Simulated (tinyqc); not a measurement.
All together: low-temperature mobility of a two-dimensional electron gas with static screening. Computed by tinyqc, a small Python program. Command: `OMP_NUM_THREADS=1 python tinyqc.py 3017531 3017532 out.jsonl twodeg walk`. One thread of a shared host (Intel(R) Xeon(R) Processor @ 2.30GHz), about 0.01 s of CPU time with the checks.

One subband is filled, the gas is degenerate and scatters at the Fermi circle; one permittivity serves on both sides of the interface. All formulas are in SI units, masses times m_0. Piezoelectric and polar phonons are left out, and n_s is taken as set by a gate, independent of N_i.

Inputs (values chosen for the exercise, modelled on a silicon inversion layer): in-plane mass m = 0.184 m_0; mass across the layer m_z = 0.904 m_0; permittivity eps = 11.8; valley degeneracy g_v = 2; sheet density n_s = 4.7e+12 1/cm^2; depletion charge N_d = 1.4e+11 1/cm^2; roughness height Delta = 0.38 nm; correlation length Lambda = 5.1 nm; remote charge density N_i = 1.6e+12 1/cm^2; distance d of the charges from the interface = 0.7 nm; density rho = 2329 kg/m^3; sound velocity v_l = 9220 m/s; deformation potential D_A = 12 eV; temperature T = 10 K.

Wave function: Fang-Howard. Roughness spectrum: Gaussian.

Constants: m_0 = 9.1093837015e-31 kg; e = 1.602176634e-19 C; eps_0 = 8.8541878128e-12 F/m; hbar = 1.054571817e-34 J s; k_B = 1.380649e-23 J/K.

Method:
- k_F = sqrt(2 pi n_s/g_v); E_F = hbar^2 k_F^2/(2 m); q_TF = g_v m e^2/(2 pi eps eps_0 hbar^2); Fang-Howard parameter b = [12 m_z e^2 (N_d + 11 n_s/32)/(eps eps_0 hbar^2)]^(1/3), mean depth 3/b; effective field F = e (N_d + n_s/2)/(eps eps_0).
- Form factors with u = q/b: screening G(q) = [1 + 9u/8 + 3u^2/8]/(1 + u)^3, remote charge P(q) = exp(-q d)/(1 + u)^3. Dielectric function eps(q) = 1 + q_TF G(q)/q, with q = 2 k_F sin(theta/2).
- Roughness: <|U|^2> = (e F)^2 S(q), S = pi Delta^2 Lambda^2 exp(-q^2 Lambda^2/4).
- 1/tau_t = (m/(pi hbar^3)) int_0^pi (1 - cos theta) <|U|^2>/eps(q)^2 dtheta; the quantum rate 1/tau_q drops the factor (1 - cos theta); 200 Gauss-Legendre points in s with theta = pi s^2, s from 0 to 1; mu = e tau_t/m.
- Remote charges: <|U|^2> = N_i [e^2 P(q)/(2 eps eps_0 q)]^2.
- Unscreened deformation potential in equipartition: 1/tau = m D_A^2 k_B T I/(rho v_l^2 hbar^3), I = int |psi|^4 dz = 3 b/16 for the Fang-Howard function (used for both wave-function options); mu = e tau/m. Bloch-Grueneisen temperature T_BG = 2 hbar v_l k_F/k_B.
- At the Fermi circle the rates add, so 1/mu is the sum; sheet resistance 1/(n_s e mu); mean free path hbar k_F mu/e; the quantum time adds the rates 1/tau_q, with the isotropic acoustic rate e/(m mu).

roughness mobility = 9364.29 cm^2/(V s)

remote-charge mobility = 6894.55 cm^2/(V s)

acoustic mobility = 88427.2 cm^2/(V s)

k_F = 0.384259 1/nm

tau_q, roughness = 0.796613 ps

tau_q, charges = 0.215393 ps

Mobilities:
```
process           mu (cm^2/(V s))  share of 1/mu (%)
roughness                  9364.3             40.583
remote charges             6894.5             55.120
acoustic phonons            88427             4.2976
```

mobility mu = 3800.3 cm^2/(V s)

sheet resistance = 349.44 ohm

mean free path = 96.118 nm

Dingle ratio tau_t/tau_q = 2.3878

What follows from these numbers?

The largest single share of 1/mu (55 %) belongs to remote charges: they are many or near enough that screening leaves their potential the strongest. The Dingle ratio of 2.39 lies between the short-range and smooth limits. Caution: T is below the Bloch-Grueneisen temperature T_BG, so equipartition fails: the acoustic mobility is only a lower bound and the acoustic share of 1/mu is overstated.

Extremes, crossings and ranges named in words are read from the listed rows.
